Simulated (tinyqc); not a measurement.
Surface photovoltage measurement of the minority-carrier diffusion length in a wafer: one step, computed by the program tinyqc. Command: `OMP_NUM_THREADS=1 python tinyqc.py 3130524 3130525 out.jsonl spv walk`. One thread of a shared host (Intel(R) Xeon(R) Processor @ 2.30GHz), about 0.01 s of CPU time with the checks.

Low injection, steady light, a depletion layer much thinner than 1/alpha and L. The excess density dn is taken at the front edge of the neutral region; light that reaches the back is lost.

Task: One wavelength. alpha = (84.732/lambda - 76.417)^2 per cm with lambda in micrometre (an empirical fit for silicon between 0.7 and 1.05 micrometre). Thick wafer: dn = Phi L/((S_f + D/L)(L + 1/alpha)). Finite wafer, with s = S_b L/D, w = W/L, a = alpha L: dn = [Phi a/(a^2 - 1)] [a - B - exp(-alpha W)(a - s)/(cosh w + s sinh w)]/(S_f + B D/L), B = (sinh w + s cosh w)/(cosh w + s sinh w). Photovoltage V = (k_B T/e) ln(1 + dn/n_0). Lifetime = L^2/D.

Inputs (values chosen for the exercise, modelled on p-type silicon at room temperature):
```
quantity,value,unit
diffusion length L,610,micrometre
wafer thickness W,525,micrometre
diffusivity D,29.2,cm^2/s
front recombination velocity S_f,110,cm/s
back recombination velocity S_b,2100,cm/s
photon flux entering,1.7e+11,1/(cm^2 s)
minority density at the surface barrier scale n_0,5.7e+09,1/cm^3
temperature T,298,K
wavelength,911,nm
```

Constants: k_B = 8.617333262e-05 eV/K.

Give: alpha; penetration depth 1/alpha; dn, thick wafer; B; dn, finite wafer; photovoltage V; lifetime.

Result:

alpha = 275.3 1/cm

penetration depth 1/alpha = 36.32 micrometre

dn, thick wafer = 2.725e+08 1/cm^3

B = 1.253

dn, finite wafer = 2.224e+08 1/cm^3

photovoltage V = 0.9828 mV

lifetime = 127.4 microsecond
